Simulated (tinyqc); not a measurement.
Inside a calculation. Model: transfer-length model of a contact.

Computed by the program tinyqc: `OMP_NUM_THREADS=1 python tinyqc.py 2760147 2760148 out.jsonl`, one thread of a shared Intel Xeon 2.30GHz, about 0.01 s for the whole run. Printed values are rounded.

A metal contact of length d and width W on a thin layer of the same width. The metal has no resistance, the sheet resistance under it equals Rsh, and current enters the layer at the front edge x = 0.

Inputs (values chosen for the exercise):
```
symbol  value  unit         meaning
d        0.41    um  contact length
W         1.6    um   contact width
```

## Straight-line fit

```
gap,L (um),R_T (ohm)
1,0.71,20.404
2,1.1,26.487
3,1.8,38.584
4,2.8,55.436
5,4.5,84.899
6,7.2,130.58
```

Pairs of such contacts at gaps L have R_T = Rsh L/W + 2 Rc. The values of R_T were made from Rsh and rc with a random scatter of 1 % and are treated as data. Least squares: slope = sum (L - mean L)(R_T - mean R_T)/sum (L - mean L)^2, intercept = mean R_T - slope mean L. Rsh = slope W, Rc = intercept/2, and A = Rc/slope is half the distance from the origin to the zero of the line.

slope = 17.0343 ohm/um
intercept = 7.98312 ohm
Rsh = 27.2549 ohm/sq
Rc = 3.99156 ohm
A = 0.234325 um

## Iteration 1: transfer length

Lt at the start = 0.234325 um

A = Lt coth(d/Lt) is solved for Lt, starting from Lt = A. Lt(new) = A tanh(d/Lt).

Lt after iteration 1 = 0.220580 um

## Iteration 2: transfer length

As before.

Lt after iteration 2 = 0.223209 um

## Course of the iteration

Stop when Lt changes by less than 1e-9 of itself, or after 40 iterations.

Course of the iteration:
```
iteration,Lt (um),relative change
1,0.220580,0.0587
2,0.223209,0.0119
3,0.222724,2.17e-3
4,0.222814,4.05e-4
5,0.222797,7.52e-5
6,0.222800,1.40e-5
7,0.222800,2.59e-6
8,0.222800,4.81e-7
9,0.222800,8.94e-8
10,0.222800,1.66e-8
11,0.222800,3.08e-9
12,0.222800,5.72e-10
```

Converged in 12 iterations. The plain step multiplies the error by -2x/sinh(2x) = -0.19, x = d/Lt.

## Contact resistivity

converged Lt = 0.222800 um

rc = Rsh Lt^2. Short cuts: Rsh A^2 (long contact, Lt = A) and Rc W d (short contact, even current).

rc = 1.35293e-8 ohm cm^2
Rsh A^2 = 1.49651e-8 ohm cm^2
Rc W d = 2.61846e-8 ohm cm^2

The extracted rc is 3.4 % below the value 1.4e-8 ohm cm^2 that made the data. The long-contact form is 11 % above the extracted value and the short-contact form 94 % above it; both can only overstate it.
